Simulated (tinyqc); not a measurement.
Hueckel theory of the pi electrons, for the molecule O=C1C=CC(=O)C(F)=C1 (SMILES; centres numbered as the heavy atoms are written), step by step. One step of it, computed by the program tinyqc.

Problem. Orbitals. Diagonalise; E = alpha + x beta with beta < 0, so the largest x are filled first; degenerate levels share their electrons. P = sum n_i c_ri c_si; each orbital has its largest coefficient positive (the first on a tie).

Hueckel matrix in units of beta (H = alpha + beta A), lower triangle:
```
          1O        2C        3C        4C        5C        6O        7C        8F
1O  1.000000
2C  0.940000  0.000000
3C  0.000000  1.000000  0.000000
4C  0.000000  0.000000  1.000000  0.000000
5C  0.000000  0.000000  0.000000  1.000000  0.000000
6O  0.000000  0.000000  0.000000  0.000000  0.940000  1.000000
7C  0.000000  0.000000  0.000000  0.000000  1.000000  0.000000  0.000000
8F  0.000000  0.000000  0.000000  0.000000  0.000000  0.000000  0.780000  3.020000
9C  0.000000  1.000000  0.000000  0.000000  0.000000  0.000000  1.000000  0.000000

          9C
9C  0.000000
```

pi electrons, sum of z_r less the charge = 10

Give: x values; occupations; coefficients; charge and bond-order matrix P.

Solution.

x values: 3.2627  2.2095  1.7970  1.0000  0.9114  0.2764  -1.0367  -1.2803  -2.1200

occupations: 2.0000  2.0000  2.0000  2.0000  2.0000  0.0000  0.0000  0.0000  0.0000

coefficients:
```
       MO1      MO2      MO3      MO4      MO5      MO6      MO7      MO8
1O  0.0190   0.3489  -0.4851   0.5152  -0.3136  -0.4549   0.0133  -0.2365
2C  0.0457   0.4489  -0.4113   0.0000   0.0295   0.3501  -0.0287   0.5738
3C  0.0276   0.3546  -0.1269  -0.4843  -0.2861   0.2967  -0.4784  -0.2878
4C  0.0444   0.3347   0.1832  -0.4843  -0.2903  -0.2681   0.5246  -0.2052
5C  0.1172   0.3848   0.4561   0.0000   0.0215  -0.3708  -0.0655   0.5506
6O  0.0487   0.2991   0.5380   0.5152  -0.2282   0.4817   0.0302  -0.2270
7C  0.2923   0.2345   0.1307   0.0000   0.5244  -0.2872  -0.4851  -0.2864
8F  0.9394  -0.2257  -0.0834   0.0000  -0.1940   0.0817   0.0933   0.0519
9C  0.1036   0.3093  -0.1561   0.0000   0.6078   0.2277   0.4957  -0.2245

        MO9
1O   0.1256
2C  -0.4168
3C   0.3759
4C  -0.3800
5C   0.4298
6O  -0.1295
7C  -0.4094
8F   0.0621
9C   0.3897
```

charge and bond-order matrix P, lower triangle:
```
         1O       2C       3C       4C       5C       6O      7C       8F
1O   1.4424
2C   0.6954   0.7472
3C   0.0520   0.4084   0.9181
4C  -0.2595   0.1367   0.8285   0.9327
5C  -0.1831  -0.0177   0.1513   0.4226   0.7406
6O   0.3626  -0.1831  -0.2902   0.0350   0.7225   1.3975
7C  -0.2811   0.1606  -0.1508  -0.0737   0.3908   0.0700  0.8650
8F   0.0808  -0.0596   0.0240   0.0145  -0.0378  -0.0446  0.2180   1.9561
9C  -0.0100   0.4515  -0.0831  -0.1939   0.1460  -0.2503  0.8023  -0.1548

        9C
9C  1.0004
```
